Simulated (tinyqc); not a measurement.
Strain-driven roughening and islands of a mismatched epitaxial film: one step, computed by the program tinyqc. Command: `OMP_NUM_THREADS=1 python tinyqc.py 3002145 3002146 out.jsonl island walk`. One thread of a shared host (Intel(R) Xeon(R) Processor @ 2.30GHz), about 0.01 s of CPU time with the checks.

Film and substrate share isotropic elastic constants; the film is coherent and biaxially strained.

Task: Asaro-Tiller-Grinfeld instability. A ripple A cos(k x) has the surface chemical potential per volume [gamma k^2 - 2 (1 + nu) w k] A cos(k x), so k_c = 2 (1 + nu) w/gamma. With surface diffusion the amplitude grows at the rate q = B k^2 [2 (1 + nu) w k - gamma k^2], fastest at k_m = (3/4) k_c. B is the surface mobility.

Inputs (values chosen for the exercise, modelled on Ge on Si): Poisson ratio nu = 0.25; surface energy gamma = 1.03 J/m^2; surface mobility D_s nu_s Omega^2/(k_B T) = 2.9e-32 m^6/(J s).

Transport: surface diffusion.

energy density w = 279.936 MJ/m^3

Give: k_c; critical wavelength; fastest wavelength; growth time 1/q at k_m.

Result:

k_c = 0.6795 1/nm

critical wavelength = 9.247 nm

fastest wavelength = 12.33 nm

growth time 1/q at k_m = 0.001489 s
